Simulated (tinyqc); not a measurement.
Length of a polyene: Hueckel, PPP and singles CI along the polyenes. Computed by the program tinyqc. Command: `OMP_NUM_THREADS=1 python tinyqc.py 115970 115971 out.jsonl`; one thread of a shared host (Intel(R) Xeon(R) Processor @ 2.60GHz), about 0.2 s.

All-trans chains of carbon centres 1.40 angstrom apart:
```
parameter                               value
beta (eV), times 1 +/- alternation  -2.590000
alternation                          0.070000
W (eV)                              11.160000
gamma_rr (eV)                       10.040000
repulsion formula                          MN
```

Hueckel uses the same beta without repulsion; CIS keeps all single excitations and so misses the low, doubly excited 2Ag state. W is the valence ionisation energy of a centre, MN the Mataga-Nishimoto formula, f the oscillator strength.

Gaps and excitations (eV):
```
centres  Hueckel gap  PPP orbital gap  bright singlet (CIS)      f  lowest triplet (CIS)
2              5.543           10.623                 8.022  0.688                 3.063
4              3.635            8.181                 5.707  1.117                 2.051
6              2.764            6.966                 4.617  1.564                 1.589
8              2.271            6.242                 3.978  1.985                 1.338
10             1.957            5.767                 3.560  2.381                 1.185
12             1.739            5.433                 3.267  2.755                 1.085
14             1.580            5.189                 3.052  3.113                 1.016
```

The Hueckel gap tends to 4 x alternation x |beta| = 0.73 eV for long chains. Exchange opens the PPP orbital gap, and the attraction of electron and hole brings the bright state 2.14 eV below it at 14 centres; the triplet lies 2.04 eV lower still.
